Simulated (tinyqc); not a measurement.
Error of each scheme against the width: smearing for a one-band metal on the bcc lattice.

Lattice vectors (units of a): a1 = (-1/2, 1/2, 1/2), a2 = (1/2, -1/2, 1/2), a3 = (1/2, 1/2, -1/2). E(k) = -t A_1(k) - t2 A_2(k), A_m the sum of cos(k . R) over the 8 nearest and 6 second lattice vectors. Mesh k = sum (j_i/N) b_i, j_i = 0 .. N-1.

With x = (E_k - mu)/sigma: Fermi-Dirac f = 1/(1 + exp(x)), s = -f ln f - (1 - f) ln(1 - f); Gaussian f = erfc(x)/2, s = exp(-x^2)/(2 sqrt(pi)); Methfessel-Paxton (first order) f = erfc(x)/2 - x exp(-x^2)/(2 sqrt(pi)), s = (1 - 2 x^2) exp(-x^2)/(4 sqrt(pi)); cold (Marzari-Vanderbilt) with y = x + 1/sqrt(2), f = erfc(y)/2 + exp(-y^2)/sqrt(2 pi), s = y exp(-y^2)/sqrt(2 pi). With weights w = points/N^d (d the dimension), mu solves 2 sum w f = ne; E = 2 sum w f E_k, S = 2 sum w s, F = E - sigma S.

Values chosen for the exercise: t = 0.5 eV (nearest hopping); t2 = 0.15 eV (second hopping); ne = 0.75 (electrons per cell).

All on the dense mesh N = 40. The reference is F of first-order Methfessel-Paxton smearing with sigma = 0.05 t on the mesh N = 40; it moves by 0.06 meV on the mesh N = 50; in three dimensions such meshes can agree by chance and the reference may be off by about 1 meV, so smaller errors are not resolved.

Errors (meV per cell):
```
sigma (eV)     FD F  FD (E+F)/2  Gauss F  Gauss (E+F)/2   MP F  cold F
0.050         -2.06       -0.01    -0.33          -0.02  -0.02   -0.05
0.075         -4.66        0.06    -0.72          -0.03  -0.03   -0.07
0.100         -8.37        0.17    -1.26          -0.03  -0.02   -0.10
0.150        -19.18        0.39    -2.81           0.00   0.01   -0.19
0.200        -34.38        0.24    -5.01           0.05   0.09   -0.41
0.300        -76.69       -2.45   -11.41           0.23   0.42   -1.32
0.400       -132.43       -9.30   -20.54           0.44   0.99   -2.99
```

reference = -1.11553 eV

Doubling sigma from 0.100 to 0.200 eV multiplies the error of F by 4.1 (Fermi-Dirac) and 4.0 (Gaussian); a pure sigma^2 term would give 4. At the smallest width Fermi-Dirac errs 6.2 times as much as Gaussian, against 2 pi^2/3 = 6.6 for the ratio of the sigma^2 terms at equal sigma. At the largest width the sizes of the errors rank Gauss (E+F)/2 0.4, MP F 1.0, cold F 3.0, FD (E+F)/2 9.3, Gauss F 20.5, FD F 132.4 meV; below about 1 meV this order, and the ratios at the smallest width, carry the noise of the mesh.

Computed by tinyqc, a small Python program: `OMP_NUM_THREADS=1 python tinyqc.py 1651335 1651336 out.jsonl` (the numbers bound the seed that draws the inputs); one thread of a shared host (Intel(R) Xeon(R) Processor @ 2.30GHz), about 0.2 s for the whole set of steps.
